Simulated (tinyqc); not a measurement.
# A and C from the efficiency peak

Problem. ABC model of an LED: J = q da (A n + Ba n^2 + Ca n^3), IQE = Ba n^2/(A n + Ba n^2 + Ca n^3), differential lifetime 1/(A + 2 Ba n + 3 Ca n^2). The peak lies at n = sqrt(A/Ca). Given Ba, find n at the peak, A and Ca.

Inputs (values chosen for the exercise):

| symbol | value | unit | meaning |
|---|---|---|---|
| Ba | 3.8e-10 | cm^3/s | radiative coefficient of the active layer |
| da | 20 | nm | thickness of the active layer |

Constants: q = 1.602176634e-19 C. Results are converted to the units shown.

peak IQE = 98.420307 %
J at the peak = 1.2784381 A/cm^2

Solution. IQE J = q da Ba n^2 gives n. At the peak A n = Ca n^3, each being half of the non-radiative rate Ba n^2 (1/IQE - 1).

n at the peak = 1.017e17 cm^-3
A = 3.100e5 1/s
Ca = 3.000e-29 cm^6/s

Numbers from tinyqc (`OMP_NUM_THREADS=1 python tinyqc.py 2300148 2300149 out.jsonl`; about 0.01 s on one thread of a shared Intel Xeon 2.30GHz).
